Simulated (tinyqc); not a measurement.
Crystal field against spin-orbit coupling: six-band k.p model of the valence band of a wurtzite crystal.

At k = 0: E1 = D1c + D2c + Te + Le (pure HH); E2, E3 = Le + u +/- sqrt(u^2 + 2 D3c^2), u = (D1c - D2c + Te)/2, D1c = Dcr, D2c = D3c = Dso/3. The weight of LH in state 2 is fL = (E2 - Le)^2/((E2 - Le)^2 + 2 D3c^2). Relative strengths of transitions to the conduction band: for E perpendicular to c (TE) 1/2, fL/2, (1 - fL)/2; for E along c (TM) 0, 1 - fL, fL, with one momentum element for both directions.

Inputs chosen for the exercise (out of a larger set: of the order of those of hexagonal CdSe; not measured data): Dso = 0.4328 eV (spin-orbit splitting).

No strain; Dcr is varied.

Results:

| Dcr (meV) | Dcr/Dso | E1 (meV) | E2 (meV) | E3 (meV) | E1 - E2 (meV) | E1 - E3 (meV) | fL |
|---|---|---|---|---|---|---|---|
| -1154.1 | -2.67 | -1009.8 | 31.3 | -1329.7 | -1041.1 | 319.8 | 0.023 |
| -577.1 | -1.33 | -432.8 | 53.7 | -775.1 | -486.5 | 342.2 | 0.065 |
| -288.5 | -0.67 | -144.2 | 81.0 | -513.8 | -225.3 | 369.6 | 0.136 |
| -144.3 | -0.33 | 0.0 | 105.6 | -394.2 | -105.6 | 394.1 | 0.211 |
| 0.0 | 0.00 | 144.3 | 144.3 | -288.5 | 0.0 | 432.8 | 0.333 |
| 144.3 | 0.33 | 288.6 | 204.0 | -204.0 | 84.5 | 492.6 | 0.500 |
| 288.5 | 0.67 | 432.8 | 288.5 | -144.3 | 144.3 | 577.0 | 0.667 |
| 577.1 | 1.33 | 721.4 | 513.8 | -81.0 | 207.5 | 802.4 | 0.864 |
| 1154.1 | 2.67 | 1298.4 | 1049.5 | -39.7 | 248.9 | 1338.0 | 0.964 |

What does the comparison show?

At Dcr = 0 the cubic pattern returns: E1 = E2, E3 lies Dso = 432.8 meV lower and fL = 0.333 (1/3). For large positive Dcr, E1 - E2 tends to 2 Dso/3 = 288.5 meV (last row 248.9) and state 2 turns LH-like; for negative Dcr state 2 rises to the top and turns CH-like (98 % in the first row). In every row the two splittings add up to Dcr + Dso and multiply to (2/3) Dcr Dso.

(tinyqc, `OMP_NUM_THREADS=1 python tinyqc.py 1080826 1080827 out.jsonl`, Intel(R) Xeon(R) Processor @ 2.30GHz, 1 thread, shared host, about 0.01 s.)
